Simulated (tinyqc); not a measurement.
## MESFET, gradual channel with velocity saturation: depletion, velocity and field along the channel

A uniformly doped n-type channel, depleted from the top by a Schottky gate; at channel potential V the depleted share of a is u = sqrt((Vbi - Vg + V)/Vp), s at the source. Electrons drift with v = mu E/(1 + mu E/vsat). Abrupt depletion edge, no series resistance, source at 0.

Vbi = phiB - Vt ln(Nc/Nd); Vp = q Nd a^2/(2 eps0 eps_r); G0 = q mu Nd a W/L; Z = mu Vp/(vsat L); s = sqrt((Vbi - Vg)/Vp). I = (G0 Vp/3) F/(1 + Z (u^2 - s^2)), F = 3 (u^2 - s^2) - 2 (u^3 - s^3), with u at V = Vd; Z = 0 gives constant mobility, for which u stops at 1. At channel potential V: y/L = (G0 Vp/3) F(u)/I - Z V/Vp, v = vsat I Z/(G0 Vp (1 - u)), E = (vsat/mu) w/(1 - w) with w = v/vsat.

Inputs (values chosen for the exercise); material values those of a made-up semiconductor:

| symbol | value | unit | meaning |
|---|---|---|---|
| T | 300 | K | temperature |
| eps_r | 13.5 |  | relative permittivity of the semiconductor |
| Nc | 2.78e19 | cm^-3 | conduction-band density of states at T |
| Nd | 2.9e16 | cm^-3 | donor density of the channel |
| a | 500 | nm | channel thickness |
| mu | 750 | cm^2/(V s) | low-field mobility at this doping |
| vsat | 1.3e7 | cm/s | saturation velocity |
| L | 10 | um | gate length |
| W | 200 | um | gate width |
| phiB | 0.71 | V | Schottky barrier |
| Vg | 0 | V | gate voltage |
| Vd | 1.7 | V | drain voltage |

Constants: q = 1.602176634e-19 C, kB = 1.380649e-23 J/K, Vt = kB T/q, eps0 = 8.8541878128e-14 F/cm where lengths are in cm. Results are converted to the units shown.

Along the channel:
```
V (V)	u	y/L	v (cm/s)	E (kV/cm)
0	0.3311	0.000	8.257e5	1.176
0.2833	0.4098	0.225	9.358e5	1.344
0.5667	0.4756	0.423	1.053e6	1.528
0.85	0.5334	0.597	1.184e6	1.736
1.1333	0.5855	0.750	1.333e6	1.980
1.4167	0.6334	0.884	1.507e6	2.272
1.7	0.6778	1.000	1.714e6	2.633
```

What does the table show?

From source to drain the open share 1 - u falls from 0.669 to 0.322, so the velocity rises by a factor of 2.08, to 0.132 vsat, and the field by 2.24. Half of Vd drops over the last 40 % of the gate length.

Computed by the program tinyqc: `OMP_NUM_THREADS=1 python tinyqc.py 2500038 2500039 out.jsonl`, one thread of a shared Intel Xeon 2.30GHz, about 0.04 s for the whole run.
